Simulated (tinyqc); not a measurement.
Two-band massive Dirac model of the K valleys: sweeps and comparisons. A value that a table varies takes the place of the one given here.

Basis (conduction, valence): H = [[D/2, a t (tau kx - i ky)], [a t (tau kx + i ky), -D/2 + lam tau sz]], valley tau = +/-1, spin sz = +/-1. The gap of a spin and valley is G = D - lam tau sz. Berry curvature Omega = curl of i<u|grad u>; for the conduction band Omega_c = -tau 2 a^2 t^2 G/(G^2 + 4 a^2 t^2 k^2)^(3/2), and Omega_v = -Omega_c.

Constants: hbar^2/2m0 = 3.80998211 eV angstrom^2.

Values chosen for the exercise (near those used for monolayer MoSe2; shifted at random, so the results belong to these values and not to a real crystal):

| symbol | value | unit | meaning |
|---|---|---|---|
| a | 3.318 | angstrom | lattice constant |
| D | 1.45 | eV | gap parameter |
| t | 0.87 | eV | effective hopping |
| lam | 0.09 | eV | half the valence spin splitting |

## Away from the valley

Flavour tau = +1, sz = +1. Parabolic transition energy G + 2 a^2 t^2 k^2/G; degree of circular polarisation eta = 2 cos(theta)/(1 + cos^2(theta)). The last column is the Berry flux of the conduction band inside |k|, over 2 pi: -(1 - cos(theta))/2, cos(theta) = G/(transition energy).

Along |k|:

| \|k\| (1/angstrom) | transition (eV) | parabolic (eV) | Omega_c (angstrom^2) | eta | flux/2 pi |
|---|---|---|---|---|---|
| 0.000 | 1.3600 | 1.3600 | -9.010 | 1.0000 | 0.0000 |
| 0.025 | 1.3676 | 1.3677 | -8.860 | 1.0000 | -0.0028 |
| 0.050 | 1.3903 | 1.3906 | -8.434 | 0.9998 | -0.0109 |
| 0.075 | 1.4273 | 1.4289 | -7.796 | 0.9988 | -0.0236 |
| 0.100 | 1.4775 | 1.4825 | -7.028 | 0.9966 | -0.0398 |
| 0.150 | 1.6123 | 1.6357 | -5.408 | 0.9857 | -0.0782 |
| 0.200 | 1.7841 | 1.8502 | -3.991 | 0.9643 | -0.1188 |
| 0.300 | 2.2021 | 2.4629 | -2.122 | 0.8941 | -0.1912 |

The curvature halves at |k| = 0.181 1/angstrom, where 2 a t k = 0.766 G. At 0.3 the parabola is 261 meV too high, eta has fallen only to 0.894, and the flux has reached -0.191 of the -1/2 that a whole cone holds. The real bands leave this model beyond about 0.1 to 0.2 1/angstrom, where trigonal warping and other bands enter.

## Hole doping of the spin-split valence bands

The Fermi level lies E below the top of the valence band. kF for the upper and lower band of valley +1 from the two-band energy; each flavour holds kF^2/(4 pi) holes per area and both valleys count. Spin polarisation within one valley; Berry flux removed from valley +1, the sum of (1 - cos(theta_F))/2 with cos(theta_F) = G/sqrt(G^2 + 4 a^2 t^2 kF^2), in units of 2 pi.

Holes:

| E (meV) | kF upper (1/angstrom) | kF lower | p (1e12/cm^2) | spin polarisation in a valley | flux/2 pi |
|---|---|---|---|---|---|
| 22.5 | 0.0611 | 0.0000 | 5.94 | 1.000 | 0.0160 |
| 45.0 | 0.0871 | 0.0000 | 12.08 | 1.000 | 0.0310 |
| 90.0 | 0.1251 | 0.0000 | 24.93 | 1.000 | 0.0584 |
| 135.0 | 0.1556 | 0.0000 | 38.55 | 1.000 | 0.0828 |
| 171.0 | 0.1773 | 0.0000 | 50.00 | 1.000 | 0.1005 |
| 198.0 | 0.1924 | 0.0580 | 64.28 | 0.833 | 0.1242 |
| 270.0 | 0.2298 | 0.1327 | 112.08 | 0.500 | 0.1944 |
| 360.0 | 0.2726 | 0.1928 | 177.40 | 0.333 | 0.2678 |

Up to E = 2 lam = 180 meV, a density of 52.9e12/cm^2, only the upper band of this model is emptied and each valley is fully spin-polarised, oppositely in the two. Beyond it the polarisation falls, to 0.33 in the last row. The flux, times e^2/h, is in size the change of the Hall conductivity of one valley; the other valley cancels it in the charge current. Rows with kF above about 0.2 1/angstrom lie beyond the range of the model, and in real layers the valley at Gamma, close below in MoS2 and WS2, can take holes as well.

## What each parameter does

Flavour tau = sz = +1 at k = 0: gap G, mass c G/(a t)^2 with c = hbar^2/2m0, Omega_c, and the B - A splitting 2 lam. Each row changes one parameter from the base and keeps the others.

Results:

| case | G (eV) | mass (m0) | Omega_c (angstrom^2) | B - A (eV) |
|---|---|---|---|---|
| base | 1.3600 | 0.6218 | -9.010 | 0.1800 |
| a = 3.3844 angstrom | 1.3600 | 0.5977 | -9.375 | 0.1800 |
| D = 1.305 eV | 1.2150 | 0.5555 | -11.289 | 0.1800 |
| t = 0.783 eV | 1.3600 | 0.7677 | -7.298 | 0.1800 |
| lam = 0.135 eV | 1.3150 | 0.6013 | -9.638 | 0.2700 |

The largest shifts from the base row, up to three for each result and ties (the steps differ in size, so this ranks the rows, not the parameters). G (eV): D -0.1450, lam -0.0450; unchanged at the printed digits by a and t. mass (m0): t +0.1459, D -0.0663, a -0.0242. Omega_c (angstrom^2): D -2.279, t +1.712, lam -0.627. B - A (eV): lam +0.0900; unchanged at the printed digits by a, D and t. The mass goes as G/(a t)^2 and the curvature as (a t)^2/G^2, so their product is -2c/G.

Computed by tinyqc, a small Python program: `OMP_NUM_THREADS=1 python tinyqc.py 1480059 1480060 out.jsonl` (the numbers bound the seed that draws the inputs); one thread of a shared host (Intel(R) Xeon(R) Processor @ 2.30GHz), about 0.01 s for the whole set of steps.
